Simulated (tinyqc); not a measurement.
Which input was changed? Model: chemical vapour deposition: Grove model, boundary layer, depletion and step coverage. Computed by tinyqc, a small Python program. Command: `OMP_NUM_THREADS=1 python tinyqc.py 3028811 3028812 out.jsonl cvd which`. One thread of a shared host (Intel(R) Xeon(R) Processor @ 2.30GHz), about 0.1 s of CPU time with the checks.

A precursor diffuses to the surface and reacts there at first order; each molecule that reacts adds one formula unit of film.

Inputs (values chosen for the exercise, close to those used for epitaxial silicon from a chlorosilane):
```
quantity                                            value                unit
prefactor k0 of k_s                               9.5e+07                cm/s
activation energy E                                  1.94                  eV
temperature T                                        1110                   C
total pressure p                                       65                torr
mole fraction of the precursor Y                   0.0011                   -
gas diffusivity D0 at 273.15 K and 760 torr          0.47              cm^2/s
film density N                                      5e+22  formula units/cm^3
precursor mass M                                    135.5                   u
trench width w                                      0.098                  um
aspect ratio of the trench                             13                   -
gas velocity U                                         15                cm/s
kinematic viscosity nu0 at 273.15 K and 760 torr     0.79              cm^2/s
susceptor length L                                     49                  cm
channel height b                                      7.1                  cm
```

Reactor: horizontal, reduced pressure.

Constants: k_B = 1.380649e-23 J/K; u = 1.6605390666e-27 kg; k_B = 8.617333262e-05 eV/K.

Method:
- k_s = k0 exp(-E/(k_B T)); C_g = Y p/(k_B T), 1 torr = 133.322 Pa; D = D0 (T/273.15)^1.75 (760/p).
- Temperatures in kelvin are T(C) + 273.15.
- Mean speed c = sqrt(8 k_B T/(pi M)); reactive sticking probability beta = 4 k_s/c.
- nu = nu0 (T/273.15)^1.75 (760/p); Re = U L/nu; mean boundary layer delta = (2/3) L/sqrt(Re), at most b/2; h_g = D/delta.
- Fluxes in series: C_s = C_g/(1 + k_s/h_g); growth rate G = k_s h_g/(k_s + h_g) C_g/N; 1 cm/s = 6e8 nm/min.
- Plug flow: U b dC/dx = -k_eff C with k_eff = k_s h_g/(k_s + h_g), so C falls as exp(-k_eff x/(U b)); the used share of the precursor is 1 - C(L)/C(0).
- In a long trench of width w and depth l = aspect ratio x w: Knudsen diffusivity D_K = (2w) c/3 (hydraulic diameter 2w), combined as 1/D_e = 1/D_K + 1/D; D_e d2C/dz2 = 2 k_s C/w with D_e dC/dz = -k_s C at the floor. With m = sqrt(2 k_s/(w D_e)): C(floor)/C(top) = 1/[cosh(m l) + (k_s/(D_e m)) sinh(m l)].

Task: One of these inputs alone was changed, within the range given: temperature T (555 to 1300); gas velocity U (7.5 to 30); aspect ratio of the trench (6.5 to 26); susceptor length L (24.5 to 98). Which one, and to what value?

Results:
```
run     modulus m l  step coverage  rate at the outlet over rate at the inlet
before    0.2978555      0.9540612                                 0.05751810
after     0.3368058      0.9423391                                 0.05751810
```

Result:

Each candidate set to reproduce modulus m l, and what it then gives:
```
candidate                   range searched  value needed  step coverage  rate at the outlet over rate at the inlet
temperature T (C)              555 to 1300          1132        0.94188                                   0.031007
gas velocity U (cm/s)            7.5 to 30     no effect              -                                          -
aspect ratio of the trench       6.5 to 26         14.70        0.94234                                   0.057518
susceptor length L (cm)         24.5 to 98     no effect              -                                          -
```

Only aspect ratio of the trench fits every result: it went from 13 to 14.7. The next best candidate, temperature T, misses one result by 46 %.

Caution: the boundary layer is capped at b/2, so U, L and nu no longer affect h_g. Caution: the hydraulic-diameter form of D_K is rough for a slit.
